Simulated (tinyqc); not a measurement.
Polycrystalline film, grain-boundary barriers (Seto model): effect of the grain size.

One-dimensional grains of size Lg with donors N; each boundary has Qt acceptor-like traps per area at one level Et below the band edge. Trapped electrons qt deplete a width w = qt/N (both sides together) and raise a barrier Vb = q N w^2/(8 eps0 eps_r). Current crosses the barriers by thermionic emission at small bias. Abrupt depletion, full ionisation, Boltzmann statistics.

Partly depleted grains: the density at the grain centre is n0 = N and qt = Qt/(1 + 2 (Nc/N) exp((Vb - Et)/Vt)). If that gives qt >= N Lg, the grains are fully depleted: qt = N Lg, w = Lg and n0 = 2 Nc exp((Vb - Et)/Vt)/(Qt/(N Lg) - 1). Resistivity: barriers rb = Vt exp(Vb/Vt)/(q n0 vc Lg), grain interior rg = (1 - w/Lg)/(q mg N); effective mobility 1/(q N (rb + rg)).

Values chosen for this exercise; values close to those of polycrystalline silicon: temperature T = 400 K; relative permittivity of the semiconductor eps_r = 11.7; trap density at a boundary Qt = 1.5e12 cm^-2; donor density N = 5.6e17 cm^-3; mobility inside a grain mg = 150 cm^2/(V s); collection velocity at the barrier vc = 5.9e6 cm/s; conduction-band density of states at T Nc = 4.31e19 cm^-3; trap level below the band edge Et = 0.41 eV.

Constants: q = 1.602176634e-19 C, kB = 1.380649e-23 J/K, Vt = kB T/q, eps0 = 8.8541878128e-14 F/cm where lengths are in cm. Results are converted to the units shown.

The same in every row: Vb (V) = 0.07621; n0 (cm^-3) = 5.600e17.

Results:
```
Lg (nm)	w/Lg	resistivity (ohm cm)
40	0.6633	0.1735
65	0.4082	0.1354
170	0.1561	0.09765
280	0.09475	0.08848
450	0.05896	0.08312
740	0.03585	0.07967
1200	0.02211	0.07761
```

Estimate the missing row, Lg = 110 nm.

Computed row:
```
Lg (nm)	w/Lg	resistivity (ohm cm)
110	0.2412	0.1104
```

With this row back in the table: As Lg goes from 40 to 1200 nm, the barrier stays at 0.0762 V and the resistivity falls from 0.174 to 0.0776 ohm cm. The grains are fully depleted in 0 of the 8 rows.

Numbers from tinyqc (`OMP_NUM_THREADS=1 python tinyqc.py 2610007 2610008 out.jsonl`; about 0.01 s on one thread of a shared Intel Xeon 2.30GHz).
